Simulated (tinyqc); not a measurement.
Grain-boundary diffusion: Harrison regimes, Fisher and Le Claire analysis, Hart average: one step, computed by the program tinyqc.

A boundary is a slab of width delta with diffusivity D_b, normal to a surface held at constant concentration; it leaks into grains of diffusivity D.

Task: Effective diffusivity. Hart average for parallel slabs: f = delta/d, D_eff = (s f D_b + (1 - f) D)/(1 - f + s f); share of the boundaries = s f D_b/(s f D_b + (1 - f) D); depth sqrt(D_eff t).

Inputs (values chosen for the exercise, for a model polycrystal): boundary width delta = 0.59 nm; segregation factor s = 1; grain size d = 0.067 um; temperature T = 1130 K; time t = 12000 s.

D_b = 3.207603e-14 m^2/s

D = 3.427850e-20 m^2/s

Give: boundary fraction f; D_eff; share of the boundaries; depth sqrt(D_eff t).

Result:

boundary fraction f = 0.008806

D_eff = 2.825e-16 m^2/s

share of the boundaries = 0.9999

depth sqrt(D_eff t) = 1.841 um

Caution: outside regime A (which needs sqrt(D t) above about 3 d) the Hart average and its depth are formal: they describe a profile only in regime A or at steady state.
